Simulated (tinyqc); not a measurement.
What moves the results: Slater-Koster d bands of an fcc metal. A value that a table varies takes the place of the one given here.

Slater-Koster d bands. For a bond with direction cosines (l, m, n) the 5 x 5 block is dds Ps + ddp Pp + ddd (1 - Ps - Pp), the projectors on sigma, pi and delta states about the bond; for instance <xy|xy> = 3 l^2 m^2 dds + (l^2 + m^2 - 4 l^2 m^2) ddp + (n^2 + l^2 m^2) ddd, <xy|yz> = 3 l m^2 n dds + l n (1 - 4 m^2) ddp + l n (m^2 - 1) ddd and <3z2-r2|3z2-r2> = (n^2 - (l^2 + m^2)/2)^2 dds + 3 n^2 (l^2 + m^2) ddp + (3/4)(l^2 + m^2)^2 ddd. H(k) sums the blocks times cos(k.R) over the neighbours; the d level is the zero of energy; k in 2 pi/a.

Neighbours: twelve at (a/2)(1,1,0) and equivalents.

Mesh: k = f1 b1 + f2 b2 + f3 b3 with fractions (j + 1/2)/N, j = 0 to N - 1, and b = (-1,1,1), (1,-1,1), (1,1,-1) for fcc, (0,1,1), (1,0,1), (1,1,0) for bcc, unit vectors for simple cubic. The lowest Nd/10 of all levels are filled with two electrons each; the bond energy is their sum per atom.

Parameters, chosen for this exercise (of the size met in Ir; the results hold for these values, not for the real material): dds = -1.038 eV (dd sigma); ddp = 0.509 eV (dd pi); ddd = -0.073 eV (dd delta); N = 8 (mesh); f2 = 0.487 (factor for second neighbours in bcc).

## Band filling: full bands against the rectangular model

W = sqrt(12 mu2) with mu2 the mean square level on the mesh; rectangular model: Fermi level W (Nd/10 - 1/2), bond energy -W Nd (10 - Nd)/20. The Fermi level of the mesh is the highest filled level.

Per atom (eV):
```
Nd  EF, bands  bond energy, bands  EF, rectangle  bond energy, rectangle
1      -2.468              -3.217         -2.721                  -3.061
2      -1.972              -5.436         -2.040                  -5.441
3      -1.495              -7.115         -1.360                  -7.142
4      -0.836              -8.266         -0.680                  -8.162
5       0.044              -8.641          0.000                  -8.502
6       0.948              -8.165          0.680                  -8.162
7       1.468              -6.943          1.360                  -7.142
8       2.077              -5.169          2.040                  -5.441
9       2.576              -2.828          2.721                  -3.061
```

W = 6.802 eV
full width on the mesh = 7.875 eV

The bond energy is deepest at Nd = 5 (-8.641 eV); the rectangle has its minimum at 5. The two differ most at Nd = 8, by 0.272 eV or 3 % of the deepest value: the second moment fixes the parabola, and higher moments the rest. At Nd = 3 and 7 the bands give -7.115 and -6.943 eV, a skew towards less than half filling.

## Which lattice a d-band metal prefers

fcc has twelve neighbours, bcc eight and six (the six times f2), simple cubic six. The integrals of bcc and sc are scaled so that all three have the second moment of fcc, which stands for equal repulsion (structural energy difference theorem). s and p electrons are left out.

Bond energy per atom:
```
Nd  fcc (eV)  bcc - fcc (meV)  sc - fcc (meV)
1     -3.217              177            -150
2     -5.436               -9             -69
3     -7.115             -238             121
4     -8.266             -367             508
5     -8.641               39             736
6     -8.165              428             407
7     -6.943              419             -51
8     -5.169              101            -336
9     -2.828             -214            -539
```

scale factors: bcc 1.1285, sc 1.4142

mu3/mu2^1.5: fcc -0.139, bcc -0.129, sc 0.000

mu4/mu2^2: fcc 1.840, bcc 1.758, sc 2.474

largest change of a difference when N is raised to 14 = 45 meV

fcc is lowest for Nd = 5 and 6. bcc is lowest for Nd = 3 and 4. sc is lowest for Nd = 1, 2, 7, 8 and 9. bcc gains most on fcc at Nd = 4 (-367 meV). A small fourth moment marks a two-peaked band, which tends to favour fillings near one half; bcc has -4 % against fcc, and at Nd = 5 it lies +39 meV from fcc, which the fourth moment alone does not explain (differences of a few tens of meV are within the error of the mesh; hcp is left out, and this d-only model can miss the lattice of the real metal). The third moments, from three-membered rings, skew the bands. That simple cubic wins anywhere comes from keeping d bands and equal second moments alone; no transition metal takes it. Differences below about 45 meV are within the error of this mesh, and the s and p electrons left out weigh most where the d band is nearly empty or full.

## What each integral does

Levels at Gamma, E(t2g) = 3 dds + 4 ddp + 5 ddd, E(eg) = 1.5 dds + 6 ddp + 4.5 ddd, and W = sqrt(12 mu2), the width of a rectangular band with the same second moment mu2 = z (dds^2 + 2 ddp^2 + 2 ddd^2)/5, z = 12. Each row changes one parameter from the base and keeps the others.

Results:
```
case              t2g (eV)  eg (eV)  W (eV)
base               -1.4430   1.1685  6.8015
dds = -1.1937 eV   -1.9101   0.9349  7.5012
ddp = 0.4326 eV    -1.7486   0.7101  6.4897
ddd = -0.0839 eV   -1.4975   1.1195  6.8087
```

The largest shifts from the base row, up to three for each result and ties (the steps differ in size, so this ranks the rows, not the parameters). t2g (eV): dds -0.4671, ddp -0.3056, ddd -0.0545. eg (eV): ddp -0.4584, dds -0.2336, ddd -0.0491. W (eV): dds +0.6997, ddp -0.3118, ddd +0.0072. The ratio of the shifts of t2g and eg names the integral: 3 : 1.5 for dds, 4 : 6 for ddp, 5 : 4.5 for ddd.

tinyqc: `OMP_NUM_THREADS=1 python tinyqc.py 1481264 1481265 out.jsonl`; about 0.03 s, one thread, shared Intel(R) Xeon(R) Processor @ 2.30GHz.
